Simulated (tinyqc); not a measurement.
Slater-Koster d bands of an fcc metal: sweeps and comparisons. A value that a table varies takes the place of the one given here.

Slater-Koster d bands. For a bond with direction cosines (l, m, n) the 5 x 5 block is dds Ps + ddp Pp + ddd (1 - Ps - Pp), the projectors on sigma, pi and delta states about the bond; for instance <xy|xy> = 3 l^2 m^2 dds + (l^2 + m^2 - 4 l^2 m^2) ddp + (n^2 + l^2 m^2) ddd, <xy|yz> = 3 l m^2 n dds + l n (1 - 4 m^2) ddp + l n (m^2 - 1) ddd and <3z2-r2|3z2-r2> = (n^2 - (l^2 + m^2)/2)^2 dds + 3 n^2 (l^2 + m^2) ddp + (3/4)(l^2 + m^2)^2 ddd. H(k) sums the blocks times cos(k.R) over the neighbours; the d level is the zero of energy; k in 2 pi/a.

Neighbours: twelve at (a/2)(1,1,0) and equivalents.

Mesh: k = f1 b1 + f2 b2 + f3 b3 with fractions (j + 1/2)/N, j = 0 to N - 1, and b = (-1,1,1), (1,-1,1), (1,1,-1) for fcc, (0,1,1), (1,0,1), (1,1,0) for bcc, unit vectors for simple cubic. The lowest Nd/10 of all levels are filled with two electrons each; the bond energy is their sum per atom.

Parameters, chosen for this exercise (of the size met in Cu; shifted at random, so the results belong to these values and not to a real crystal):
- dds = -0.35 eV (dd sigma)
- ddp = 0.241 eV (dd pi)
- ddd = -0.032 eV (dd delta)
- N = 10 (mesh)
- f2 = 0.487 (factor for second neighbours in bcc)

## Band filling: full bands against the rectangular model

W = sqrt(12 mu2) with mu2 the mean square level on the mesh; rectangular model: Fermi level W (Nd/10 - 1/2), bond energy -W Nd (10 - Nd)/20. The Fermi level of the mesh is the highest filled level.

Per atom (eV):

| Nd | EF, bands | bond energy, bands | EF, rectangle | bond energy, rectangle |
|---|---|---|---|---|
| 1 | -1.025 | -1.296 | -1.053 | -1.185 |
| 2 | -0.806 | -2.209 | -0.790 | -2.106 |
| 3 | -0.534 | -2.874 | -0.527 | -2.765 |
| 4 | -0.176 | -3.251 | -0.263 | -3.160 |
| 5 | 0.068 | -3.301 | 0.000 | -3.291 |
| 6 | 0.377 | -3.077 | 0.263 | -3.160 |
| 7 | 0.559 | -2.603 | 0.527 | -2.765 |
| 8 | 0.799 | -1.909 | 0.790 | -2.106 |
| 9 | 0.967 | -1.022 | 1.053 | -1.185 |

W = 2.633 eV
full width on the mesh = 2.999 eV

The bond energy is deepest at Nd = 5 (-3.301 eV); the rectangle has its minimum at 5. The two differ most at Nd = 8, by 0.198 eV or 6 % of the deepest value: the second moment fixes the parabola, and higher moments the rest. At Nd = 3 and 7 the bands give -2.874 and -2.603 eV, a skew towards less than half filling.

## Which lattice a d-band metal prefers

fcc has twelve neighbours, bcc eight and six (the six times f2), simple cubic six. The integrals of bcc and sc are scaled so that all three have the second moment of fcc, which stands for equal repulsion (structural energy difference theorem). s and p electrons are left out.

Bond energy per atom:

| Nd | fcc (eV) | bcc - fcc (meV) | sc - fcc (meV) |
|---|---|---|---|
| 1 | -1.296 | 82 | 39 |
| 2 | -2.209 | 45 | 55 |
| 3 | -2.874 | -40 | 141 |
| 4 | -3.251 | -135 | 177 |
| 5 | -3.301 | -48 | 150 |
| 6 | -3.077 | 108 | 2 |
| 7 | -2.603 | 159 | -130 |
| 8 | -1.909 | 72 | -245 |
| 9 | -1.022 | -53 | -235 |

scale factors: bcc 1.1285, sc 1.4142

mu3/mu2^1.5: fcc -0.285, bcc -0.271, sc 0.000

mu4/mu2^2: fcc 1.883, bcc 1.726, sc 2.111

largest change of a difference when N is raised to 14 = 11 meV

fcc is lowest for Nd = 1, 2 and 6. bcc is lowest for Nd = 3, 4 and 5. sc is lowest for Nd = 7, 8 and 9. bcc gains most on fcc at Nd = 4 (-135 meV). A small fourth moment marks a two-peaked band, which tends to favour fillings near one half; bcc has -8 % against fcc, and at Nd = 5 it lies -48 meV from fcc (differences of a few tens of meV are within the error of the mesh; hcp is left out, and this d-only model can miss the lattice of the real metal). The third moments, from three-membered rings, skew the bands. That simple cubic wins anywhere comes from keeping d bands and equal second moments alone; no transition metal takes it. Differences below about 11 meV are within the error of this mesh, and the s and p electrons left out weigh most where the d band is nearly empty or full.

## What each integral does

Levels at Gamma, E(t2g) = 3 dds + 4 ddp + 5 ddd, E(eg) = 1.5 dds + 6 ddp + 4.5 ddd, and W = sqrt(12 mu2), the width of a rectangular band with the same second moment mu2 = z (dds^2 + 2 ddp^2 + 2 ddd^2)/5, z = 12. Each row changes one parameter from the base and keeps the others.

Results:

| case | t2g (eV) | eg (eV) | W (eV) |
|---|---|---|---|
| base | -0.2460 | 0.7770 | 2.6330 |
| dds = -0.2975 eV | -0.0885 | 0.8558 | 2.4400 |
| ddp = 0.2048 eV | -0.3908 | 0.5598 | 2.4501 |
| ddd = -0.0368 eV | -0.2700 | 0.7554 | 2.6366 |

The largest shifts from the base row, up to three for each result and ties (the steps differ in size, so this ranks the rows, not the parameters). t2g (eV): dds +0.1575, ddp -0.1448, ddd -0.0240. eg (eV): ddp -0.2172, dds +0.0787, ddd -0.0216. W (eV): dds -0.1930, ddp -0.1829, ddd +0.0036. The ratio of the shifts of t2g and eg names the integral: 3 : 1.5 for dds, 4 : 6 for ddp, 5 : 4.5 for ddd.

Program tinyqc; command `OMP_NUM_THREADS=1 python tinyqc.py 1451609 1451610 out.jsonl`; about 0.03 s on one thread of a shared Intel(R) Xeon(R) Processor @ 2.30GHz.
